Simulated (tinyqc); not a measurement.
Five forms on the same table: equation-of-state fits to an energy-volume table made by a known binding curve. Computed by tinyqc, a small Python program. Command: `OMP_NUM_THREADS=1 python tinyqc.py 3013883 3013884 out.jsonl eosfit walk`. One thread of a shared host (Intel(R) Xeon(R) Processor @ 2.30GHz), about 0.02 s of CPU time with the checks.

With x = (V/V_0)^(1/3), the energy per atom is E = -D [1 + eta (x - 1)] exp(-eta (x - 1)), so that B0 = D eta^2/(9 V_0) and B' = 1 + 2 eta/3. B' = dB/dP at P = 0.

Inputs (values chosen for the exercise, for a model crystal):

| quantity | value | unit |
|---|---|---|
| cohesive energy D | 7.95 | eV/atom |
| true volume V_0 | 8.55 | angstrom^3/atom |
| stiffness eta | 4.27 | - |
| half-width of the volume window w | 0.06 | - |
| shift of the window centre s | -0.025 | - |
| points N | 11 | - |
| compression V/V_0 for the pressure test | 0.85 | - |

Binding curve: universal binding. Noise: none.

Constants: 1 eV/angstrom^3 = 160.2176634 GPa.

Method:
- B0 and B' from the formulas above; P = -dE/dV at V = c V_0 (c the compression chosen), from the curve itself.
- Table: V_j = V_0 [1 + s + w (2 j/(N - 1) - 1)], j = 0..N-1, rounded to 0.001; E_j from the curve, rounded to 1e-7 eV.
- Murnaghan: E = E0 + (B0 V/B') [(V0/V)^B'/(B' - 1) + 1] - B0 V0/(B' - 1), P = (B0/B') [(V0/V)^B' - 1].
- Birch-Murnaghan: E = E0 + (9 V0 B0/16) [y^3 B' + y^2 (2 - 4 y)], y = (V0/V)^(2/3) - 1; P = (3 B0/2) (x^7 - x^5) [1 + (3/4)(B' - 4)(x^2 - 1)], x = (V0/V)^(1/3).
- Vinet: E = E0 + (9 B0 V0/h^2) {1 + [h (1 - x) - 1] exp(h (1 - x))}, P = 3 B0 (1 - x) x^-2 exp(h (1 - x)), x = (V/V0)^(1/3), h = (3/2)(B' - 1).
- All are least-squares fits to the energies; for polynomials in V, B0 = V E'' and B' = -1 - V E'''/E'' at the minimum.

exact B0 = 301.804 GPa

exact B' = 3.84667

exact pressure at c V_0 = 66.6438 GPa

Table:

| V (angstrom^3) | E (eV) |
|---|---|
| 7.823 | -7.8828832 |
| 7.926 | -7.9015695 |
| 8.028 | -7.9167911 |
| 8.131 | -7.9290344 |
| 8.234 | -7.9383129 |
| 8.336 | -7.9447449 |
| 8.439 | -7.9486138 |
| 8.541 | -7.9499911 |
| 8.644 | -7.9490437 |
| 8.747 | -7.9458797 |
| 8.849 | -7.9406856 |

Fitted values:

| form | V0 (angstrom^3) | B0 (GPa) | B' | P at c V_0 (GPa) |
|---|---|---|---|---|
| exact | 8.5500 | 301.80 | 3.8467 | 66.644 |
| parabola in V | 8.5538 | 343.27 | -1.0000 | - |
| cubic in V | 8.5489 | 301.74 | 4.5032 | - |
| Murnaghan | 8.5502 | 301.89 | 3.7126 | 67.365 |
| Birch-Murnaghan | 8.5501 | 301.83 | 3.8114 | 66.830 |
| Vinet | 8.5500 | 301.80 | 3.8467 | 66.644 |

What does the comparison show, and why?

In B0 the Vinet form comes closest (0.00 %) and the parabola in V form misses most (+13.74 %). A parabola in V has no third derivative, so its B' is -1 by construction. At c V_0, beyond the window, the pressure errors are Murnaghan +1.1 %, Birch-Murnaghan +0.3 %, Vinet 0.0 %.

Extremes, crossings and ranges named in words are read from the listed rows.
